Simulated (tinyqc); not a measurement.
Sheet resistance and Hall data of a diffused or implanted layer: one step, computed by the program tinyqc. Command: `OMP_NUM_THREADS=1 python tinyqc.py 3005953 3005954 out.jsonl layer walk`. One thread of a shared host (Intel(R) Xeon(R) Processor @ 2.30GHz), about 0.01 s of CPU time with the checks.

Carriers are taken equal to the net active doping down to the junction (full ionisation, which deep dopants in wide-gap hosts do not reach; no spill-over, no depletion), and the Hall factor is 1.

Problem. What the probes read. Collinear four-point probe on a large thin layer: V = I R_s ln(2)/pi. Van der Pauw on a symmetric sample: R = R_s ln(2)/pi as well. Hall voltage V_H = I B/(e x Hall sheet density); tangent of the Hall angle V_H/(I R_s).

Inputs (values chosen for the exercise, modelled on aluminium in 4H-SiC): probe current I = 0.1 mA; magnetic field B = 0.5 T.

Profile: Gaussian at the surface. Activation: complete.

sheet resistance R_s = 667.8875 ohm

Hall sheet density = 1.144821e+14 1/cm^2

Constants: e = 1.602176634e-19 C.

Give: four-point voltage; Hall voltage; tangent of the Hall angle.

Solution.

four-point voltage = 14.736 mV

Hall voltage = 0.27260 mV

tangent of the Hall angle = 0.0040815
